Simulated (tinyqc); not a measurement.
Solid solubility of a dopant against its melt (retrograde solidus), clustering and the electrically active fraction: one step, computed by the program tinyqc.

Problem. Active fraction after the anneal. A highly soluble donor (another dopant than that of the solidus) is limited by clustering. Donors N_a are active, and clusters hold m atoms each: N_t = N_a + m C, m C = N* (N_a/N*)^m (n/N*)^m, each atom taking one electron, n = N_a/2 + sqrt(N_a^2/4 + n_i^2), n_i = prefactor x T^1.5 exp(-E_i/(k_B T)), with N*(T) = N*(1273 K) exp[-(E_b/k_B)(1/T - 1/1273)]. Resistivity = 1/(e mu N_a).

Inputs (values chosen for the exercise, of the order of those of aluminium in silicon for the solubility):
```
quantity                                       value            unit
total dopant density N_t                     2.1e+20          1/cm^3
atoms per cluster m                                3               -
cluster scale N* at 1273 K                   5.1e+20          1/cm^3
activation energy E_b of the cluster scale      0.35              eV
anneal temperature T_a                           950               K
prefactor of n_i                            3.87e+16  1/(cm^3 K^1.5)
energy E_i in n_i                              0.608              eV
mobility mu                                       85      cm^2/(V s)
```

Clustering: clusters that take up free electrons.

Constants: k_B = 8.617333262e-05 eV/K; e = 1.602176634e-19 C.

Give: N*(T_a); active density N_a; active fraction; resistivity.

Solution.

N*(T_a) = 1.724e+20 1/cm^3

active density N_a = 1.461e+20 1/cm^3

active fraction = 0.6957

resistivity = 0.5026 milliohm cm

Doubling the dose would raise N_a by only 25 %. Caution: this clustering law is a generic form; degeneracy and a doping-dependent mobility are left out.
